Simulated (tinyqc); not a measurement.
Worked calculation: Weaire-Thorpe hybrids on a Bethe lattice: gap and dangling bond of an amorphous tetrahedral solid. Values are carried at full precision from step to step, so a last printed digit may differ when a step is redone from the rounded ones.

Four sp3 hybrids an atom at energy 0, coupled by -V1 on the atom and by -V2 along a bond; the bonds form a tree (no rings). For any network the gap runs at least from -V2 + V1 to V2 - 3 V1, and p-like states pile up at -V2 + V1 and V2 + V1. On the tree the gap is wider: it ends at Ec = -V1 + sqrt(V2^2 + 4 V1^2 - 2 sqrt3 V1 V2), which makes it well wider than the gaps of the real glasses. A branch seen from a hybrid has the self-energy S = V2^2 g, where g is the Green function of the hybrid across the bond, whose three partners carry S themselves. With a = z - V1, b = a - S: g = 1/(a + V1 b/(b + 3 V1)), z = E + i eta. A full atom has G = (1/b)(b + 3 V1)/(b + 4 V1) per hybrid; a dangling hybrid with shift dh has G = 1/(1/g - dh).

Values chosen for the exercise (of the size of tabulated hybrid energies for tetrahedral carbon; shifted at random, so the results belong to these values and not to a real crystal): V1 = 2.09 eV (coupling of two hybrids on one atom); V2 = 10.5 eV (coupling of the two hybrids of a bond); E = -0.93 eV (energy); eta = 0.02 eV (broadening); dh = -1.8 eV (shift of the dangling hybrid (rehybridisation)).

## Edges

Bounds -V2 + V1 and V2 - 3 V1. On the tree the s-like bands are narrower: E = -V1 -/+ sqrt(V2^2 + 4 V1^2 + V1 V2 e) with e from -2 sqrt3 to 2 sqrt3 (for a crystal, -4 to 4), so the conduction edge is -V1 + sqrt(V2^2 + 4 V1^2 - 2 sqrt3 V1 V2).

edges (eV): Ev -8.4100, Ec(bound) 4.2300, Ec(tree) 5.1005

gaps (eV): (bound, reached in the crystal) 12.6400, (tree) 13.5105

The gap needs no periodicity, only V2 > 2 V1 (here V2/V1 = 5.024); leaving out rings widens it by 0.870 eV. Two parameters overstate the gap of carbon more than twofold (diamond has 5.5 eV).

## The self-energy at one energy

S = V2^2 g is a quadratic A S^2 + B S + C = 0 with A = a + V1, B = -(a (a + 4 V1) + V2^2), C = V2^2 (a + 3 V1), a = z - V1. Of the two roots take the one with Im S < 0 (if both qualify, the decaying one, with the smaller |V1 V2 g/(b + 3 V1)|).

A, B, C: -0.9300+0.0200i  -94.1228-0.0464i  358.3125+2.2050i

roots (eV): 3.6735+0.0228i  -104.8330-2.2482i

S = -104.8330-2.2482i eV

## Densities at that energy

With z = E + i eta, b = z - V1 - S: full atom G = (b + 3 V1)/(b (b + 4 V1)); g = S/V2^2; dangling hybrid 1/(1/g - dh); densities -Im G/pi.

G (1/eV): (bulk) 0.0096-0.0002i, (dangling with dh = 0) -0.9509-0.0204i, (dangling with dh) 1.3342-0.0402i
densities (1/eV): (bulk) 0.0001, (dangling with dh = 0) 0.0065, (dangling with dh) 0.0128

## The dangling-bond level

For eta = 0 the level solves 1/g(E) = dh inside the gap (bisection); its weight on the dangling hybrid is 1/(d(1/g)/dE), by central differences with step 1e-5 eV.

level = -1.5947 eV
above Ev = 6.8153 eV
weight on the dangling hybrid = 0.888

The level lies at 50 % of the gap of the tree; 11 % of it spreads over the back bonds.

## Checks

- Conduction edge from the formula against the zero of the discriminant: both 5.10046.
- S from the quadratic against damped iteration of S = V2^2 g: both -104.8330.

(tinyqc, `OMP_NUM_THREADS=1 python tinyqc.py 1482471 1482472 out.jsonl`, Intel(R) Xeon(R) Processor @ 2.30GHz, 1 thread, shared host, about 0.02 s.)
